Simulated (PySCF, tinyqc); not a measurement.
Inside a calculation (part 2 of 2). Method: CCD on RHF in the 6-31g basis, for H4, spin multiplicity 1. The lowest restricted solution is unstable here: a spin-polarised one lies 0.0768 hartree lower (PySCF). Computed by tinyqc, a small Python program that keeps every step (integrals from PySCF). Command: `OMP_NUM_THREADS=1 python tinyqc.py 26964 26965 out.jsonl` (the two numbers bound the seeds that draw the settings). One thread of a shared host (Intel(R) Xeon(R) Processor @ 2.60GHz), about 0.09 s of CPU time with the checks.

Geometry (angstrom):
```
atom         x         y         z
H     0.000000  0.000000  0.000000
H     0.000000  0.000000  1.123000
H     0.000000  1.169000  0.000000
H     0.000000  1.169000  1.123000
```

## Convergence

Stop when the energy changes by less than 1e-10 hartree and every element of the error matrix X^T (F D S - S D F) X is below 3e-06.

Course of the cycle:
```
iteration  E (hartree)     change  largest element of the error matrix
1          -1.77905860          -                             2.06e-01
2          -1.94806286  -1.69e-01                             4.29e-02
3          -1.95472772  -6.66e-03                             8.16e-04
4          -1.95472986  -2.14e-06                             2.05e-05
5          -1.95472986  -1.25e-09                             8.28e-06
6          -1.95472986  -1.48e-10                             5.17e-06
7          -1.95472986  -4.49e-11                             3.75e-06
8          -1.95472986  -5.00e-11                             2.85e-09
```

PySCF RHF in the same basis = -1.95472986 hartree

Converged in 8 iterations.

## Integrals over molecular orbitals

coefficients C:
```
            MO1        MO2        MO3        MO4        MO5        MO6        MO7        MO8
1H 1s  0.203836   0.208993   0.161444   0.134317  -0.632586   0.663703  -0.655819  -0.696855
1H 2s  0.171564   0.455947   0.537828   1.370854   0.766020  -0.452083   0.744304   1.281090
2H 1s  0.203836   0.208993  -0.161444  -0.134317  -0.632586   0.663703   0.655819   0.696855
2H 2s  0.171564   0.455947  -0.537828  -1.370854   0.766020  -0.452083  -0.744304  -1.281090
3H 1s  0.203836  -0.208993   0.161444  -0.134317   0.632586   0.663703  -0.655819   0.696855
3H 2s  0.171564  -0.455947   0.537828  -1.370854  -0.766020  -0.452083   0.744304  -1.281090
4H 1s  0.203836  -0.208993  -0.161444   0.134317   0.632586   0.663703   0.655819  -0.696855
4H 2s  0.171564  -0.455947  -0.537828   1.370854  -0.766020  -0.452083  -0.744304   1.281090
```

core Hamiltonian H = T + V (hartree), lower triangle:
```
           1H 1s      1H 2s      2H 1s      2H 2s      3H 1s      3H 2s      4H 1s      4H 2s
1H 1s  -1.507557
1H 2s  -1.302293  -1.568733
2H 1s  -0.498726  -0.800350  -1.507557
2H 2s  -0.800350  -1.206522  -1.302293  -1.568733
3H 1s  -0.445696  -0.764802  -0.129441  -0.466963  -1.507557
3H 2s  -0.764802  -1.176317  -0.466963  -0.901250  -1.302293  -1.568733
4H 1s  -0.129441  -0.466963  -0.445696  -0.764802  -0.498726  -0.800350  -1.507557
4H 2s  -0.466963  -0.901250  -0.764802  -1.176317  -0.800350  -1.206522  -1.302293  -1.568733
```

Given earlier and not repeated: Two-electron integrals (ij|kl) in chemists' order.

(pq|rs) = sum C_ip C_jq C_kr C_ls (ij|kl), one index at a time.

one-electron integrals over orbitals h = C^T H C (hartree), lower triangle:
```
           1          2          3          4          5          6          7          8
1  -1.933236
2   0.000000  -1.494089
3   0.000000   0.000000  -1.431056
4   0.000000   0.000000   0.000000  -1.005685
5   0.000000   0.229160   0.000000   0.000000  -0.552317
6  -0.181014   0.000000   0.000000   0.000000   0.000000  -0.511858
7   0.000000   0.000000   0.284733   0.000000   0.000000   0.000000  -0.568676
8   0.000000   0.000000   0.000000   0.286563   0.000000   0.000000   0.000000  -0.459677
```

Two-electron integrals over orbitals (pq|rs), unique and non-zero (hartree):
```
(11|11) 0.484909    (21|21) 0.114207    (22|11) 0.432549    (22|22) 0.412547
(31|31) 0.101337    (32|32) 0.045748    (33|11) 0.414012    (33|22) 0.375085
(33|33) 0.387672    (41|32) 0.042317    (41|41) 0.039189    (42|31) 0.078794
(42|42) 0.073687    (43|21) 0.081813    (43|43) 0.073883    (44|11) 0.355850
(44|22) 0.344827    (44|33) 0.337384    (44|44) 0.321016    (51|21) -0.051289
(51|43) -0.030113   (51|51) 0.047717    (52|11) -0.102683   (52|22) -0.075083
(52|33) -0.073099   (52|44) -0.043689   (52|52) 0.062559    (53|32) -0.020548
(53|41) -0.018208   (53|53) 0.026100    (54|31) -0.019396   (54|42) -0.006957
(54|54) 0.026519    (55|11) 0.415841    (55|22) 0.390055    (55|33) 0.363031
(55|44) 0.329844    (55|52) -0.078287   (55|55) 0.387126    (61|11) 0.080851
(61|22) 0.064311    (61|33) 0.054480    (61|44) 0.036858    (61|52) -0.049871
(61|55) 0.069629    (61|61) 0.046358    (62|21) 0.028459    (62|43) 0.013100
(62|51) -0.037146   (62|62) 0.032986    (63|31) 0.013751    (63|42) 0.007066
(63|54) -0.023788   (63|63) 0.027986    (64|32) 0.007942    (64|41) 0.006648
(64|53) -0.020007   (64|64) 0.018549    (65|21) -0.100280   (65|43) -0.075059
(65|51) 0.048441    (65|62) -0.027571   (65|65) 0.100770    (66|11) 0.406546
(66|22) 0.375390    (66|33) 0.361870    (66|44) 0.322356    (66|52) -0.074186
(66|55) 0.370442    (66|61) 0.057890    (66|66) 0.367257    (71|31) -0.053840
(71|42) -0.038855   (71|54) 0.030450    (71|63) -0.032687   (71|71) 0.055140
(72|32) -0.029314   (72|41) -0.026354   (72|53) 0.029817    (72|64) -0.022405
(72|72) 0.037686    (73|11) -0.101632   (73|22) -0.082312   (73|33) -0.064261
(73|44) -0.044243   (73|52) 0.052676    (73|55) -0.085171   (73|61) -0.048403
(73|66) -0.072864   (73|73) 0.059692    (74|21) -0.031110   (74|43) -0.012338
(74|51) 0.032371    (74|62) -0.027769   (74|65) 0.028558    (74|74) 0.028890
(75|32) 0.050195    (75|41) 0.045830    (75|53) -0.033559   (75|64) 0.018679
(75|72) -0.044461   (75|75) 0.070336    (76|31) -0.094199   (76|42) -0.076371
(76|54) 0.022528    (76|63) -0.018847   (76|71) 0.058111    (76|76) 0.102376
(77|11) 0.433450    (77|22) 0.393320    (77|33) 0.387369    (77|44) 0.338054
(77|52) -0.096062   (77|55) 0.391174    (77|61) 0.077998    (77|66) 0.383511
(77|73) -0.087325   (77|77) 0.416564    (81|32) -0.040022   (81|41) -0.036145
(81|53) 0.035801    (81|64) -0.024445   (81|72) 0.044641    (81|75) -0.057347
(81|81) 0.055015    (82|31) -0.059829   (82|42) -0.044115   (82|54) 0.032909
(82|63) -0.031185   (82|71) 0.055457    (82|76) 0.064644    (82|82) 0.059941
(83|21) -0.057113   (83|43) -0.035223   (83|51) 0.045706    (83|62) -0.034653
(83|65) 0.053769    (83|74) 0.034595    (83|83) 0.048759    (84|11) -0.101588
(84|22) -0.081823   (84|33) -0.072336   (84|44) -0.046270   (84|52) 0.053228
(84|55) -0.081312   (84|61) -0.043970   (84|66) -0.075706   (84|73) 0.052353
(84|77) -0.090719   (84|84) 0.053241    (85|31) 0.098302    (85|42) 0.081689
(85|54) -0.028015   (85|63) 0.029087    (85|71) -0.069830   (85|76) -0.107811
(85|82) -0.074334   (85|85) 0.119777    (86|32) -0.051123   (86|41) -0.046705
(86|53) 0.034138    (86|64) -0.019324   (86|72) 0.045405    (86|75) -0.071664
(86|81) 0.058230    (86|86) 0.073266    (87|21) 0.113372    (87|43) 0.084918
(87|51) -0.067386   (87|62) 0.044429    (87|65) -0.113128   (87|74) -0.040351
(87|83) -0.070365   (87|87) 0.137069    (88|11) 0.455283    (88|22) 0.417001
(88|33) 0.397862    (88|44) 0.351505    (88|52) -0.108376   (88|55) 0.416294
(88|61) 0.092535    (88|66) 0.400298    (88|73) -0.106320   (88|77) 0.435577
(88|84) -0.104213   (88|88) 0.465534
```

## CCD: starting amplitudes

orbital energies (hartree): MO1 -0.697435, MO2 -0.330650, MO3 0.000053, MO4 0.282793, MO5 0.949199, MO6 0.972670, MO7 0.992040, MO8 1.169934

t_ij^ab = <ij||ab> / (e_i + e_j - e_a - e_b), whose energy is MP2.

Starting amplitudes (spin orbitals 1a, 1b, ...; amplitudes related by a flip of all spins are not repeated; the 24 largest):
```
from      to          t
1a 1b  3a 3b  -0.072644
2a 2b  3a 3b  -0.069168
1a 2b  3a 4b  -0.060105
2a 2b  4a 4b  -0.060060
1a 2b  3b 4a   0.032280
1a 2a  3a 4a  -0.027826
1a 2b  3a 8b   0.027219
2a 2b  5a 5b  -0.024440
1a 1b  3a 7b   0.022556
2a 2b  4a 8b   0.020868
1a 1b  4a 4b  -0.019990
2a 2b  8a 8b  -0.019972
1a 2b  3b 8a  -0.018208
2a 2b  3a 7b   0.017729
1a 2b  7a 8b  -0.017384
1a 2b  5b 6a  -0.016906
1a 2b  4b 7a  -0.016872
1a 1b  7a 7b  -0.016319
1a 1b  8a 8b  -0.014731
1a 1b  5a 5b  -0.014489
2a 2b  7a 7b  -0.014246
1a 2b  7b 8a   0.013994
1a 1b  6a 6b  -0.013879
1a 1b  4a 8b   0.012693
```

correlation energy = -0.05602488 hartree

## CCD: amplitude update 1

t_ij^ab D_ij^ab are set to the remaining terms of the spin-orbital equations, evaluated with the old amplitudes; for the doubles these are <ij||ab> + 1/2 <ab||ef> t_ij^ef + 1/2 <mn||ij> t_mn^ab + P(ij)P(ab) <mb||ej> t_im^ae + terms in t^2, D the orbital-energy denominators.

Amplitudes after update 1 (spin orbitals 1a, 1b, ...; amplitudes related by a flip of all spins are not repeated; the 24 largest):
```
from      to          t
2a 2b  3a 3b  -0.135991
1a 1b  3a 3b  -0.096376
1a 2b  3a 4b  -0.081849
2a 2b  4a 4b  -0.078365
1a 2b  3b 4a   0.053109
1a 2b  3a 8b   0.036385
1a 1b  3a 7b   0.030210
1a 2a  3a 4a  -0.028740
2a 2b  3a 7b   0.028685
1a 1b  4a 4b  -0.027722
1a 2b  3b 8a  -0.027226
2a 2b  5a 5b  -0.026964
2a 2b  4a 8b   0.026435
1a 2b  4b 7a  -0.022183
2a 2b  8a 8b  -0.020865
1a 2b  7a 8b  -0.019447
1a 2b  5b 6a  -0.018721
1a 1b  7a 7b  -0.018353
1a 1b  4a 8b   0.017684
1a 2b  4a 7b   0.017404
1a 1b  8a 8b  -0.016859
1a 2b  7b 8a   0.016276
2a 2b  7a 7b  -0.015479
1a 1b  5a 5b  -0.015474
```

correlation energy = -0.07457417 hartree

## CCD: amplitude update 2

As before.

Amplitudes after update 2 (spin orbitals 1a, 1b, ...; amplitudes related by a flip of all spins are not repeated; the 24 largest):
```
from      to          t
2a 2b  3a 3b  -0.195063
1a 1b  3a 3b  -0.102869
1a 2b  3a 4b  -0.092266
2a 2b  4a 4b  -0.083597
1a 2b  3b 4a   0.065070
1a 2b  3a 8b   0.040842
2a 2b  3a 7b   0.035785
1a 1b  3a 7b   0.033028
1a 2b  3b 8a  -0.031447
1a 1b  4a 4b  -0.031066
2a 2b  4a 8b   0.027836
1a 2a  3a 4a  -0.027196
2a 2b  5a 5b  -0.026194
1a 2b  4b 7a  -0.024101
1a 2b  4a 7b   0.020135
1a 1b  4a 8b   0.019532
2a 2b  8a 8b  -0.019512
1a 2b  7a 8b  -0.019266
1a 1b  7a 7b  -0.018536
1a 2b  5b 6a  -0.018325
1a 1b  8a 8b  -0.017109
1a 2b  7b 8a   0.016287
1a 1b  5a 5b  -0.015081
1a 1b  6a 6b  -0.014631
```

correlation energy = -0.08282290 hartree

## CCD: amplitude update 3

t_ij^ab D_ij^ab are set to the remaining terms of the spin-orbital equations, evaluated with the old amplitudes; for the doubles these are <ij||ab> + 1/2 <ab||ef> t_ij^ef + 1/2 <mn||ij> t_mn^ab + P(ij)P(ab) <mb||ej> t_im^ae + terms in t^2, D the orbital-energy denominators. DIIS then mixes the stored amplitudes.

DIIS coefficients: -2.115686  3.115686

Amplitudes after update 3 (spin orbitals 1a, 1b, ...; amplitudes related by a flip of all spins are not repeated; the 24 largest):
```
from      to          t
2a 2b  3a 3b  -0.354111
1a 2b  3a 4b  -0.113089
1a 1b  3a 3b  -0.101609
1a 2b  3b 4a   0.085687
2a 2b  4a 4b  -0.084254
2a 2b  3a 7b   0.051971
1a 2b  3a 8b   0.050088
1a 2b  3b 8a  -0.037888
1a 1b  4a 4b  -0.036815
1a 1b  3a 7b   0.036007
2a 2b  4a 8b   0.027438
1a 2a  3a 4a  -0.027402
1a 2b  4b 7a  -0.026694
1a 2b  4a 7b   0.023916
2a 2b  5a 5b  -0.023123
1a 1b  4a 8b   0.022169
1a 1b  7a 7b  -0.018608
1a 2b  7a 8b  -0.018322
1a 1b  8a 8b  -0.017334
1a 2b  5b 6a  -0.016977
1a 2b  7b 8a   0.015432
2a 2b  8a 8b  -0.015169
1a 1b  5a 5b  -0.014212
1a 1b  6a 6b  -0.013997
```

correlation energy = -0.09764265 hartree

## CCD: convergence

E_corr = 1/4 sum <ij||ab> t_ij^ab; stop when the norm of the change is below 1e-8.

Course of the amplitude iterations:
```
update  correlation energy (hartree)  norm of the change
0                        -0.05602488                   -
1                        -0.07457417            1.81e-01
2                        -0.08282290            1.31e-01
3                        -0.09764265            1.07e-01
4                        -0.10118130            6.26e-02
5                        -0.10892116            3.07e-02
6                        -0.10606303            1.55e-02
7                        -0.10685481            5.34e-03
8                        -0.10686636            2.37e-04
9                        -0.10687379            9.73e-05
10                       -0.10687526            8.07e-06
11                       -0.10687556            1.67e-06
12                       -0.10687554            5.44e-07
13                       -0.10687552            1.91e-07
14                       -0.10687551            3.44e-08
15                       -0.10687551            8.37e-09
```

Converged amplitudes (spin orbitals 1a, 1b, ...; amplitudes related by a flip of all spins are not repeated; the 24 largest):
```
from      to          t
2a 2b  3a 3b  -0.600576
1a 2b  3a 4b  -0.137004
1a 2b  3b 4a   0.080596
2a 2b  3a 7b   0.075142
1a 2b  3a 8b   0.061377
1a 2a  3a 4a  -0.056408
1a 1b  3a 3b  -0.048332
1a 1b  4a 4b  -0.048129
2a 2b  4a 4b  -0.042690
1a 2b  3b 8a  -0.036638
1a 1b  3a 7b   0.028310
1a 2b  4b 7a  -0.027233
1a 1b  4a 8b   0.026481
1a 2a  3a 8a   0.024738
1a 2b  4a 7b   0.020765
2a 2b  5a 5b  -0.020267
1a 1b  8a 8b  -0.019740
1a 1b  7a 7b  -0.018938
1a 2b  7a 8b  -0.018134
1a 2b  5b 6a  -0.016588
1a 1b  5a 5b  -0.014899
1a 1b  6a 6b  -0.014689
1a 2b  7b 8a   0.014217
2a 2b  4a 8b   0.013830
```

CCD total energy = -2.06160538 hartree

Converged in 15 updates, with DIIS from the third.
